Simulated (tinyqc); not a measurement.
# Inverter chain driving a load

N inverters, each f = Hc^(1/N) times larger than the one before: delay tau N (f + pp). Switched capacitance in units of the first input, with output capacitance pp times the input: Hc + (1 + pp)(Hc - 1)/(f - 1).

Inputs (values chosen for the exercise): load over the input capacitance of the chain Hc = 370; parasitic delay of an inverter pp = 1.5; delay unit tau = 1.2 ps.

Result of one run:
```
N      f  delay (ps)  switched capacitance
1  370.0       445.8                 372.5
```

What becomes of these results when the number of stages N is changed from 1 to 5, all else the same?

Result of the changed run:
```
N      f  delay (ps)  switched capacitance
5  3.263       28.58                 777.6
```

The whole series:
```
N      f  delay (ps)  switched capacitance
1  370.0       445.8                 372.5
2  19.24       49.76                 420.6
3  7.179       31.24                 519.3
4  4.386       28.25                 642.5
5  3.263       28.58                 777.6
6  2.679       30.09                 919.3
7  2.327       32.15                  1065
8  2.094       34.50                  1213
```

The delay goes from 446 through a minimum of 28.3 (at N = 4 among the rows listed) to 34.5 ps. The best stage effort solves pp + rho (1 - ln rho) = 0, rho = 3.97, which gives N = ln Hc/ln rho = 4.29. One stage fewer than the best costs 11 % in delay and saves 19 % of the switched capacitance.

tinyqc, about 0.01 s, one thread, Intel Xeon 2.30GHz (shared host): `OMP_NUM_THREADS=1 python tinyqc.py 2082026 2082027 out.jsonl`
